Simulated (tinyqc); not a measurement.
Resistance of a source-drain extension with a graded tip: two steps of the calculation.

y runs along the channel, the gate covers y > 0. The doping is N0 for y < y0 and N0 10^(-(y - y0)/la) beyond, uniform over the depth xj. Sheet conductance s(y) = q mu(N) max(N - Nch, 0) xj + (for y > 0) ma Cox Vo, with mu(N) = u0 + (u1 - u0)/(1 + (N/Nr)^au) and Cox = eps0 eox/tox. Current is taken as one-dimensional; depletion of the tip, spreading and the contact are left out. The metallurgical junction lies at yj, where N = Nch.

Inputs (values chosen for the exercise); mobility law close to that of electrons in silicon:
- eox = 3.9 (relative permittivity of the gate insulator (close to silicon dioxide))
- tox = 2.3 nm (insulator thickness)
- N0 = 6.7e19 cm^-3 (active doping of the extension far from the gate)
- la = 2.4 nm/decade (lateral abruptness)
- y0 = 3.2 nm (position under the gate where the fall begins (gate edge at 0))
- xj = 11 nm (depth of the extension)
- Nch = 7.5e17 cm^-3 (channel doping)
- Vo = 0.69 V (gate overdrive)
- ma = 110 cm^2/(V s) (mobility of the gate-induced layer)
- u1 = 1414 cm^2/(V s) (mobility at low doping)
- u0 = 68.5 cm^2/(V s) (mobility at high doping)
- Nr = 9.2e16 cm^-3 (reference doping)
- au = 0.711 (exponent)
- Lg = 40 nm (gate length)

Constants: q = 1.602176634e-19 C, eps0 = 8.8541878128e-14 F/cm where lengths are in cm. Results are converted to the units shown.

Task 1. Sheet resistances and junction position. yj = y0 + la log10(N0/Nch); sheet resistance of the full extension 1/[q mu(N0)(N0 - Nch) xj] and of the gate-induced layer 1/(ma Cox Vo); metallurgical length Lg - 2 yj; ye is where the doped and the gate-induced conductances are equal.

Find: yj; sheet resistance of the extension; sheet resistance of the induced layer; metallurgical length; ye; N at ye.

Result 1.

yj = 7.882 nm
sheet resistance of the extension = 1060 ohm/square
sheet resistance of the induced layer = 8776 ohm/square
metallurgical length = 24.24 nm
ye = 5.824 nm
N at ye = 5.404e18 cm^-3

The gate takes over 2.06 nm before the junction, where N is still 7.20 times the channel doping.

Task 2. Resistance of the overlapped part. Midpoint rule on 9 equal steps from 0 to yj: R_ov = sum h/s(y), per width.

Give: y; N; doped conductance; sheet resistance; R_ov.

Result 2.

```
point  y (nm)  N (cm^-3)  doped conductance (uS)  sheet resistance (ohm/square)
0      0.4379   6.700e19                   943.4                          945.8
1       1.314   6.700e19                   943.4                          945.8
2       2.190   6.700e19                   943.4                          945.8
3       3.065   6.700e19                   943.4                          945.8
4       3.941   3.290e19                   503.0                           1621
5       4.817   1.420e19                   248.6                           2758
6       5.693   6.129e18                   126.3                           4163
7       6.569   2.645e18                   60.67                           5727
8       7.445   1.142e18                   18.01                           7578
```

R_ov = 22.45 ohm um

tinyqc, about 0.05 s, one thread, Intel Xeon 2.30GHz (shared host): `OMP_NUM_THREADS=1 python tinyqc.py 2282026 2282027 out.jsonl`
